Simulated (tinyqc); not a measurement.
Inside a calculation. Method: empirical pseudopotential in a few plane waves. One step of it, computed by the program tinyqc.

Question. Bloch Hamiltonian at G. Basis: the 15 shortest G (labels in 2 pi/a), the same at every k. H(G,G') = c |k + G|^2 delta + VS(|G-G'|^2) cos((G-G').tau) + i VA sin((G-G').tau), tau = a/8 (1,1,1); 1 Ry = 13.605693 eV.

Parameters chosen for this model: fcc lattice, atoms at +/- a/8 (1,1,1); form factors in rydberg at |G|^2 in units of (2 pi/a)^2:

| parameter | value | unit |
|---|---|---|
| a | 6.040000 | angstrom |
| VS(3) | -0.257000 | Ry |
| VS(8) | -0.009000 | Ry |
| VS(11) | 0.085000 | Ry |
| VA(3) | 0.105000 | Ry |
| VA(4) | 0.097000 | Ry |
| VA(11) | 0.023000 | Ry |
| hbar^2/2m (2 pi/a)^2 | 4.122957 | eV |

k point G (2 pi / a): 0  0  0

Give: H(k) at G.

Answer.

H(k) at G (eV):
```
               +0+0+0         -1-1-1         -1-1+1         -1+1-1
+0+0+0          0.000   2.473+1.010i  -2.473+1.010i  -2.473+1.010i
-1-1-1   2.473-1.010i         12.369   0.000-1.320i   0.000-1.320i
-1-1+1  -2.473-1.010i   0.000+1.320i         12.369         -0.122
-1+1-1  -2.473-1.010i   0.000+1.320i         -0.122         12.369
-1+1+1  -2.473+1.010i          0.122   0.000+1.320i   0.000+1.320i
+1-1-1  -2.473-1.010i   0.000+1.320i         -0.122         -0.122
+1-1+1  -2.473+1.010i          0.122   0.000+1.320i          0.000
+1+1-1  -2.473+1.010i          0.122          0.000   0.000+1.320i
+1+1+1   2.473+1.010i          0.000          0.122          0.122
-2+0+0   0.000-1.320i  -2.473+1.010i  -2.473-1.010i  -2.473-1.010i
+0-2+0   0.000-1.320i  -2.473+1.010i  -2.473-1.010i   0.818-0.221i
+0+0-2   0.000-1.320i  -2.473+1.010i   0.818-0.221i  -2.473-1.010i
+0+0+2   0.000+1.320i  -0.818-0.221i   2.473+1.010i  -0.818+0.221i
+0+2+0   0.000+1.320i  -0.818-0.221i  -0.818+0.221i   2.473+1.010i
+2+0+0   0.000+1.320i  -0.818-0.221i  -0.818+0.221i  -0.818+0.221i

               -1+1+1         +1-1-1         +1-1+1         +1+1-1
+0+0+0  -2.473-1.010i  -2.473+1.010i  -2.473-1.010i  -2.473-1.010i
-1-1-1          0.122   0.000-1.320i          0.122          0.122
-1-1+1   0.000-1.320i         -0.122   0.000-1.320i          0.000
-1+1-1   0.000-1.320i         -0.122          0.000   0.000-1.320i
-1+1+1         12.369          0.000         -0.122         -0.122
+1-1-1          0.000         12.369   0.000-1.320i   0.000-1.320i
+1-1+1         -0.122   0.000+1.320i         12.369         -0.122
+1+1-1         -0.122   0.000+1.320i         -0.122         12.369
+1+1+1   0.000+1.320i          0.122   0.000+1.320i   0.000+1.320i
-2+0+0   2.473-1.010i   0.818-0.221i  -0.818-0.221i  -0.818-0.221i
+0-2+0  -0.818-0.221i  -2.473-1.010i   2.473-1.010i  -0.818-0.221i
+0+0-2  -0.818-0.221i  -2.473-1.010i  -0.818-0.221i   2.473-1.010i
+0+0+2  -2.473+1.010i  -0.818+0.221i  -2.473+1.010i   0.818+0.221i
+0+2+0  -2.473+1.010i  -0.818+0.221i   0.818+0.221i  -2.473+1.010i
+2+0+0   0.818+0.221i   2.473+1.010i  -2.473+1.010i  -2.473+1.010i

               +1+1+1         -2+0+0         +0-2+0         +0+0-2
+0+0+0   2.473-1.010i   0.000+1.320i   0.000+1.320i   0.000+1.320i
-1-1-1          0.000  -2.473-1.010i  -2.473-1.010i  -2.473-1.010i
-1-1+1          0.122  -2.473+1.010i  -2.473+1.010i   0.818+0.221i
-1+1-1          0.122  -2.473+1.010i   0.818+0.221i  -2.473+1.010i
-1+1+1   0.000-1.320i   2.473+1.010i  -0.818+0.221i  -0.818+0.221i
+1-1-1          0.122   0.818+0.221i  -2.473+1.010i  -2.473+1.010i
+1-1+1   0.000-1.320i  -0.818+0.221i   2.473+1.010i  -0.818+0.221i
+1+1-1   0.000-1.320i  -0.818+0.221i  -0.818+0.221i   2.473+1.010i
+1+1+1         12.369  -0.818-0.221i  -0.818-0.221i  -0.818-0.221i
-2+0+0  -0.818+0.221i         16.492         -0.122         -0.122
+0-2+0  -0.818+0.221i         -0.122         16.492         -0.122
+0+0-2  -0.818+0.221i         -0.122         -0.122         16.492
+0+0+2  -2.473-1.010i          0.122          0.122          0.000
+0+2+0  -2.473-1.010i          0.122          0.000          0.122
+2+0+0  -2.473-1.010i          0.000          0.122          0.122

               +0+0+2         +0+2+0         +2+0+0
+0+0+0   0.000-1.320i   0.000-1.320i   0.000-1.320i
-1-1-1  -0.818+0.221i  -0.818+0.221i  -0.818+0.221i
-1-1+1   2.473-1.010i  -0.818-0.221i  -0.818-0.221i
-1+1-1  -0.818-0.221i   2.473-1.010i  -0.818-0.221i
-1+1+1  -2.473-1.010i  -2.473-1.010i   0.818-0.221i
+1-1-1  -0.818-0.221i  -0.818-0.221i   2.473-1.010i
+1-1+1  -2.473-1.010i   0.818-0.221i  -2.473-1.010i
+1+1-1   0.818-0.221i  -2.473-1.010i  -2.473-1.010i
+1+1+1  -2.473+1.010i  -2.473+1.010i  -2.473+1.010i
-2+0+0          0.122          0.122          0.000
+0-2+0          0.122          0.000          0.122
+0+0-2          0.000          0.122          0.122
+0+0+2         16.492         -0.122         -0.122
+0+2+0         -0.122         16.492         -0.122
+2+0+0         -0.122         -0.122         16.492
```
